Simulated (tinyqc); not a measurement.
# Resistance of a source-drain extension with a graded tip, step by step

tinyqc, about 0.04 s, one thread, Intel Xeon 2.30GHz (shared host): `OMP_NUM_THREADS=1 python tinyqc.py 2282078 2282079 out.jsonl` Printed values are rounded.

y runs along the channel, the gate covers y > 0. The doping is N0 for y < y0 and N0 10^(-(y - y0)/la) beyond, uniform over the depth xj. Sheet conductance s(y) = q mu(N) max(N - Nch, 0) xj + (for y > 0) ma Cox Vo, with mu(N) = u0 + (u1 - u0)/(1 + (N/Nr)^au) and Cox = eps0 eox/tox. Current is taken as one-dimensional; depletion of the tip, spreading and the contact are left out. The metallurgical junction lies at yj, where N = Nch.

Parameters, values chosen for the exercise; mobility law close to that of electrons in silicon: relative permittivity of the gate insulator (close to silicon nitride) eox = 7.63; insulator thickness tox = 4.5 nm; active doping of the extension far from the gate N0 = 1.7e20 cm^-3; lateral abruptness la = 2.3 nm/decade; position under the gate where the fall begins (gate edge at 0) y0 = 2 nm; depth of the extension xj = 21 nm; channel doping Nch = 1.5e18 cm^-3; gate overdrive Vo = 0.3 V; mobility of the gate-induced layer ma = 210 cm^2/(V s); mobility at low doping u1 = 1414 cm^2/(V s); mobility at high doping u0 = 68.5 cm^2/(V s); reference doping Nr = 9.2e16 cm^-3; exponent au = 0.711; gate length Lg = 30 nm.

Constants: q = 1.602176634e-19 C, eps0 = 8.8541878128e-14 F/cm where lengths are in cm. Results are converted to the units shown.

## Sheet resistances and junction position

yj = y0 + la log10(N0/Nch); sheet resistance of the full extension 1/[q mu(N0)(N0 - Nch) xj] and of the gate-induced layer 1/(ma Cox Vo); metallurgical length Lg - 2 yj; ye is where the doped and the gate-induced conductances are equal.

yj = 6.725023 nm
sheet resistance of the extension = 235.5891 ohm/square
sheet resistance of the induced layer = 10573.01 ohm/square
metallurgical length = 16.54995 nm
ye = 5.980238 nm
N at ye = 3.161627e18 cm^-3

The gate takes over 0.745 nm before the junction, where N is still 2.11 times the channel doping.

## Resistance of the overlapped part

Midpoint rule on 12 equal steps from 0 to yj: R_ov = sum h/s(y), per width.

| point | y (nm) | N (cm^-3) | doped conductance (uS) | sheet resistance (ohm/square) |
|---|---|---|---|---|
| 0 | 0.2802093 | 1.7e20 | 4244.679 | 230.4541 |
| 1 | 0.8406278 | 1.7e20 | 4244.679 | 230.4541 |
| 2 | 1.401046 | 1.7e20 | 4244.679 | 230.4541 |
| 3 | 1.961465 | 1.7e20 | 4244.679 | 230.4541 |
| 4 | 2.521883 | 1.008192e20 | 2597.071 | 371.5192 |
| 5 | 3.082302 | 5.752847e19 | 1549.387 | 608.2845 |
| 6 | 3.642721 | 3.282635e19 | 935.9516 | 970.3725 |
| 7 | 4.203139 | 1.873106e19 | 571.2238 | 1501.943 |
| 8 | 4.763558 | 1.068814e19 | 348.6031 | 2256.402 |
| 9 | 5.323976 | 6.098764e18 | 206.4334 | 3322.107 |
| 10 | 5.884395 | 3.480019e18 | 108.5911 | 4921.949 |
| 11 | 6.444813 | 1.985735e18 | 33.44418 | 7810.998 |

R_ov = 12.713 ohm um

The exact integral is 12.876 ohm um; the coarse sum is 1.3 % below it.
